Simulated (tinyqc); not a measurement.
Two electrons on one impurity (helium-like model): one step. Unequal orbitals.

Units Ha* = 2 Ry m/eps^2 and a* = a0 eps/m. One electron is bound by Z^2/2. Two electrons in the singlet built from exp(-a r) and exp(-b r): S = 8 (ab)^(3/2)/(a + b)^3, h_aa = a^2/2 - Z a, h_bb alike, h_ab = S (ab/2 - Z (a + b)/2), J = ab (a^2 + 3ab + b^2)/(a + b)^3, K = 20 (ab)^3/(a + b)^5, E = (h_aa + h_bb + 2 S h_ab + J + K)/(1 + S^2). For a = b this is a^2 - 2 Z a + 5a/8. Real double donors are deeper, since the central cell is left out.

Inputs chosen for the exercise (out of a larger set: near those of impurities in Si; not measured data): Z = 2 (effective charge (1: D- centre, 2: double donor; other values mimic a central cell)); ab = (2.24, 1.26) 1/a* (trial exponents a, b).

Task: Evaluate the integrals and E.

Give: S, h_aa, h_bb, h_ab, J, K; E.

Result:

S, h_aa, h_bb, h_ab, J, K: 0.88474  -1.97120  -1.72620  -1.84804  0.99219  0.85614

E = -2.87146 Ha*

This lies 0.0238 Ha* below the best equal-orbital value -(Z - 5/16)^2.

Program tinyqc; command `OMP_NUM_THREADS=1 python tinyqc.py 1282793 1282794 out.jsonl`; about 0.05 s on one thread of a shared Intel(R) Xeon(R) Processor @ 2.30GHz.
